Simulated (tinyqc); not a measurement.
## Surface Green function of a zigzag honeycomb ribbon two chains wide, Sancho-Rubio decimation: effect of the broadening

A semi-infinite lead of cells 0, 1, 2, ... with H0 inside a cell and H1 = <cell i|H|cell i + 1>. Cell of four sites joined 1-2-3-4 by -t; site 2 joins site 1 of the next cell and site 3 joins site 4 of the next cell. z = E + i eta.

Start with e_s = e = H0, a = H1, b = H1^dagger. Each round: g = (z - e)^(-1); e_s <- e_s + a g b; e <- e + a g b + b g a; a <- a g a; b <- b g b (all with the old a, b). Round k joins cells 2^k apart. Stop when the largest entry of the matrices a and b is below 1e-12 eV; g_s = (z - e_s)^(-1), bulk (z - e)^(-1), density of states -Im Tr/pi. The last column counts the steps of the plain recursion g <- (z - H0 - H1 g H1^dagger)^(-1), one cell a step from g = (z - H0)^(-1), until no entry changes by more than 1e-8 1/eV.

Values chosen for this exercise: energy E = 1.23 eV.

H0 (eV):

|  | 1 | 2 | 3 | 4 |
|---|---|---|---|---|
| 1 | 0.19 | -1 | 0 | 0 |
| 2 | -1 | -0.19 | -1 | 0 |
| 3 | 0 | -1 | 0.19 | -1 |
| 4 | 0 | 0 | -1 | -0.19 |

H1 (eV):

|  | 1 | 2 | 3 | 4 |
|---|---|---|---|---|
| 1 | 0 | 0 | 0 | 0 |
| 2 | -1 | 0 | 0 | 0 |
| 3 | 0 | 0 | 0 | -1 |
| 4 | 0 | 0 | 0 | 0 |

Result of one run:

| rounds | surface density of states (1/eV) | plain steps |
|---|---|---|
| 10 | 0.91916 | 308 |

Which broadening eta gave this result: 0.04, 0.02, 0.01 or 0.004 eV?

eta = 0.02 eV.

The whole series:

| eta (eV) | rounds | surface density of states (1/eV) | plain steps |
|---|---|---|---|
| 0.3 | 7 | 0.73688 | 23 |
| 0.1 | 8 | 0.84695 | 63 |
| 0.04 | 9 | 0.89904 | 154 |
| 0.02 | 10 | 0.91916 | 308 |
| 0.01 | 11 | 0.92977 | 616 |
| 0.004 | 13 | 0.93630 | 1541 |

The rounds go from 7 to 13 and the plain steps from 23 to 1541. Inside a band the plain recursion needs a number of steps that grows as 1/eta, the decimation only as log2(1/eta). The density of states tends to 0.9407 1/eV as eta goes to zero; the first row is 22 % below that and the last 0.47 % below it.

Numbers from tinyqc (`OMP_NUM_THREADS=1 python tinyqc.py 2680046 2680047 out.jsonl`; about 0.05 s on one thread of a shared Intel Xeon 2.30GHz).
